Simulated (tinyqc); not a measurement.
# From rate k back to temperature T

Model: minimum-mode following (dimer method) and harmonic rate on a two-dimensional model surface. Computed by tinyqc, a small Python program. Command: `OMP_NUM_THREADS=1 python tinyqc.py 3010870 3010871 out.jsonl dimer inv`. One thread of a shared host (Intel(R) Xeon(R) Processor @ 2.30GHz), about 0.09 s of CPU time with the checks.

V(x, y) = -A (cos kx + cos ky) - B cos kx cos ky + (C sin ky + S sin kx)(1 - cos kx), k = 2 pi/a; the atom hops from the minimum at (0, 0) to that at (a, 0).

Inputs (values chosen for the exercise, for a model surface):
```
quantity        value      unit
amplitude A       0.3        eV
amplitude B  -0.00017        eV
skew C          0.063        eV
asymmetry S     -0.03        eV
period a          3.9  angstrom
mass M           42.1         u
```

Surface: adatom on a square lattice.

Constants: nu for 1 eV/(angstrom^2 u) = 15.6333042 THz; k_B = 8.617333262e-05 eV/K.

Method:
- Newton steps x(new) = x - H^-1 grad V (moves limited to 0.3 angstrom) from (0, 0), (a, 0) and (a/2, 0) give the two minima and the saddle.
- Diagonalise the Hessian at the start minimum and at the saddle; nu = 15.6333042 THz x sqrt(|lambda|/M).
- Vineyard prefactor nu* = nu1 nu2 (minimum)/nu2 (saddle); k = nu* exp(-E_b/(k_B T)).

Question. A run gave the result below. Find the temperature T, known to lie between 170 and 370 K.

rate k = 0.004033544 1/s

Answer.

Each step takes the trial c = (a f_b - b f_a)/(f_b - f_a), f being the result less the target and a, b, c the logarithms of the listed values; c replaces end b, the old b replaces a if the sign of f changed, and otherwise f_a is halved.

Scan of the range:
```
temperature T (K)  rate k (1/s)
170                 1.25124e-05
194                 1.68545e-03
220                 1.02155e-01
251                 4.48700e+00
286                 1.19843e+02
325                 2.02468e+03
370                 2.51981e+04
```

False position (Illinois rule, in the logarithm of the input) inside the bracket:
```
step    end a    end b    trial  rate k (1/s)
1     194.000  220.000  194.571    0.00186631
2     220.000  194.571  195.088    0.00204574
3     220.000  195.088  196.003    0.00240367
4     220.000  196.003  197.419    0.00307549
5     220.000  197.419  198.974    0.00401569
6     220.000  198.974  199.032    0.00405553
7     198.974  199.032  199.000    0.00403350
8     199.032  199.000  199.000    0.00403354
9     199.032  199.000  199.000    0.00403354
10    199.000  199.000  199.000    0.00403354
```

Rate k rises at every point of a 13-point scan of the range (every second point is shown), so one value fits; it is bracketed by 194 and 220. Answer: temperature T = 199.0 K.
